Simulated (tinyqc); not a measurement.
Inversion layer as a triangular well, valleys of the Si type: one step. Subband ladders. Three cases, with inputs chosen for the exercise.

Question. The ten lowest levels of all groups of valleys together, j = 0, 1, ..., c = hbar^2/2m0; primes mark the groups with lighter m_z.

Level j of a valley lies at E_j = a_j (c (e F)^2/m_z)^(1/3) above the band edge at the surface, with the Airy zeros a_j = 2.338107, 4.087949, 5.520560, 6.786708, 7.944134, 9.022651, 10.040174, 11.008524, 11.936016, 12.828777, and has <z> = 2 E_j/(3 e F).

Constants: hbar^2/2m0 = 3.80998211 eV angstrom^2.

Give: Subbands.

Case 1.

Valleys (masses in m0):
```
valleys g  cos^2(theta)       m_z       m_1       m_2       m_d
6              0.333333  0.259767  0.191000  0.682333  0.361006
```

e F = 0.0016521639 eV/angstrom

Answer.

Subbands:
```
label  valleys g  m_d (m0)  E (eV)  <z> (angstrom)
0              6    0.3610  0.0800           32.28
1              6    0.3610  0.1398           56.43
2              6    0.3610  0.1889           76.21
3              6    0.3610  0.2322           93.68
4              6    0.3610  0.2718          109.66
5              6    0.3610  0.3087          124.55
6              6    0.3610  0.3435          138.59
7              6    0.3610  0.3766          151.96
8              6    0.3610  0.4083          164.76
9              6    0.3610  0.4389          177.09
```

The second subband is 1, 59.9 meV above the first.

Case 2.

Valleys (masses in m0):
```
valleys g  cos^2(theta)       m_z       m_1       m_2       m_d
4              0.500000  0.319602  0.193000  0.561000  0.329049
2              0.000000  0.193000  0.193000  0.929000  0.423435
```

e F = 0.0066608791 eV/angstrom

Answer.

Subbands:
```
label  valleys g  m_d (m0)  E (eV)  <z> (angstrom)
0              4    0.3290  0.1891           18.92
0'             2    0.4234  0.2237           22.39
1              4    0.3290  0.3306           33.09
1'             2    0.4234  0.3911           39.15
2              4    0.3290  0.4465           44.68
2'             2    0.4234  0.5282           52.87
3              4    0.3290  0.5488           54.93
4              4    0.3290  0.6424           64.30
3'             2    0.4234  0.6493           64.99
5              4    0.3290  0.7297           73.03
```

The second subband is 0', 34.6 meV above the first. Levels above about 0.5 eV lie beyond parabolic valleys.

Case 3.

Valleys (masses in m0):
```
valleys g  cos^2(theta)       m_z       m_1       m_2       m_d
2              1.000000  0.904000  0.191000  0.191000  0.191000
4              0.000000  0.191000  0.191000  0.904000  0.415529
```

e F = 0.0063956919 eV/angstrom

Answer.

Subbands:
```
label  valleys g  m_d (m0)  E (eV)  <z> (angstrom)
0              2    0.1910  0.1301           13.56
0'             4    0.4155  0.2185           22.77
1              2    0.1910  0.2275           23.72
2              2    0.1910  0.3073           32.03
3              2    0.1910  0.3777           39.37
1'             4    0.4155  0.3820           39.82
4              2    0.1910  0.4421           46.09
5              2    0.1910  0.5022           52.34
2'             4    0.4155  0.5159           53.77
6              2    0.1910  0.5588           58.25
```

The second subband is 0', 88.4 meV above the first. Levels above about 0.5 eV lie beyond parabolic valleys.

Computed by tinyqc, one run a case: `OMP_NUM_THREADS=1 python tinyqc.py N N+1 out.jsonl` with N = 1252319, 1252385, 1252583; one thread of a shared Intel(R) Xeon(R) Processor @ 2.30GHz, about 0.03 s a run at most.
